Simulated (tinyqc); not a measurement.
Finite line against the semi-infinite law: electromigration in a confined line: Blech product, Korhonen stress evolution and Black's law. Computed by tinyqc, a small Python program. Command: `OMP_NUM_THREADS=1 python tinyqc.py 3019903 3019904 out.jsonl emigr walk`. One thread of a shared host (Intel(R) Xeon(R) Processor @ 2.30GHz), about 0.01 s of CPU time with the checks.

The electron wind pushes atoms from the cathode (x = 0) to the anode (x = L); blocking ends build a back stress (tension positive). The input rho is taken not to change with temperature. d sigma/dt = d/dx [kappa (d sigma/dx + G)], with zero flux at both ends and sigma = sigma_0 at t = 0.

Inputs (values chosen for the exercise, close to those used for aluminium lines):
```
quantity                      value          unit
resistivity rho                2.93  micro-ohm cm
atomic volume Omega            16.6    angstrom^3
effective charge number Z*      7.4             -
prefactor D0                9.7e-08         m^2/s
activation energy E           0.721            eV
effective modulus B              36           GPa
critical stress sigma_c         330           MPa
initial stress sigma_0          140           MPa
current density j               0.5       MA/cm^2
line length L                    23            um
test temperature T              230             C
```

Start: thermal stress.

Constants: e = 1.602176634e-19 C; k_B = 8.617333262e-05 eV/K; k_B = 1.380649e-23 J/K.

Method:
- G = Z* e rho j/Omega; D = D0 exp(-E/(k_B T)); kappa = D B Omega/(k_B T); drift velocity of an unconfined line v = D Z* e rho j/(k_B T). SI: 1 micro-ohm cm = 1e-8 ohm m, 1 MA/cm^2 = 1e10 A/m^2.
- Temperatures in kelvin are T(C) + 273.15.
- At steady state sigma(x) = sigma_0 + G (L/2 - x). A void forms only if the cathode stress reaches sigma_c, that is if j L exceeds (j L)_c = 2 Omega (sigma_c - sigma_0)/(Z* e rho). Time scale tau = L^2/kappa.
- sigma(x, t) = sigma_0 + G L [1/2 - x/L - 4 sum_(m odd) cos(m pi x/L) exp(-m^2 pi^2 s)/(m pi)^2], s = t/tau, summed to m = 399.
- Semi-infinite line: sigma(0, t) = sigma_0 + 2 G L sqrt(s/pi). One-term form: keep m = 1 alone.

tau = 0.293504 h

stress gradient G = 10.4634 MPa/um

Cathode stress (MPa):
```
s           t (h)  full series  semi-infinite  one term
0.002  5.8701e-04       152.14         152.14    164.70
0.005  1.4675e-03       159.20         159.20    167.49
0.01   2.9350e-03       167.16         167.16    171.96
0.02   5.8701e-03       178.40         178.40    180.27
0.05   1.4675e-02       200.66         200.72    200.78
0.1    2.9350e-02       223.98         225.87    223.98
0.2    5.8701e-02       246.78         261.44    246.78
0.4    1.1740e-01       258.45         311.75    258.45
0.8    2.3480e-01       260.29         382.88    260.29
```

What does the comparison show, and why?

Among these rows the semi-infinite law holds to 1 % up to s = 0.1 and the one-term form from s = 0.05 on: the far end is felt once sqrt(kappa t) is no longer small against L, and by then the terms with m > 1 have nearly died out. The critical stress 330 MPa is not reached in these rows.
